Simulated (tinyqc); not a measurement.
Energy against buckling: buckled dimers of a reconstructed (001) surface, two dangling bonds a dimer.

In a dimer one atom moves up by z and the other down by z; the dangling bond of the up atom (more s-like) falls by gm z and that of the down atom rises by gm z. With all dimers tilted alike: H(k) = [[-gm z - 2 ta cos k, -tp - 2 tx cos k], [., gm z - 2 ta cos k]], k along the row in 1/a. Two electrons a dimer fill the lowest N of the 2N levels on the mesh k_j = (j + 1/2) pi/N. Total energy a dimer: W(z) = (2/N) sum of the filled levels + kf z^2. Repulsion between electrons is left out.

Values chosen for the exercise (of the size met on diamond (001); shifted at random, so the results belong to these values and not to a real crystal): tp = 1.08 eV (pi coupling inside a dimer); ta = 0.18 eV (coupling between like atoms along the row); tx = 0.02 eV (diagonal coupling along the row); gm = 2.3 eV/angstrom (shift of a dangling bond with height); kf = 7.8 eV/angstrom^2 (force constant of buckling); N = 16 (k points).

W relative to z = 0; gap as lowest upper less highest lower level on 201 points from 0 to pi.

Per dimer (eV):

| z (angstrom) | band energy | elastic | W | gap |
|---|---|---|---|---|
| 0.00 | 0.0000 | 0.0000 | 0.0000 | 1.4400 |
| 0.05 | -0.0122 | 0.0195 | 0.0073 | 1.4522 |
| 0.10 | -0.0485 | 0.0780 | 0.0295 | 1.4885 |
| 0.15 | -0.1076 | 0.1755 | 0.0679 | 1.5477 |
| 0.20 | -0.1879 | 0.3120 | 0.1241 | 1.6280 |
| 0.30 | -0.4034 | 0.7020 | 0.2986 | 1.8436 |
| 0.40 | -0.6777 | 1.2480 | 0.5703 | 2.1179 |
| 0.50 | -0.9955 | 1.9500 | 0.9545 | 2.4358 |
| 0.60 | -1.3450 | 2.8080 | 1.4630 | 2.7853 |

No row lies below the flat dimer. The band energy falls as z^2 at first and linearly, as -2 gm z, once gm z is far above tp, so the elastic term always wins at large z. The gap is open at all z.

Computed by tinyqc, a small Python program: `OMP_NUM_THREADS=1 python tinyqc.py 1482838 1482839 out.jsonl` (the numbers bound the seed that draws the inputs); one thread of a shared host (Intel(R) Xeon(R) Processor @ 2.30GHz), about 0.04 s for the whole set of steps.
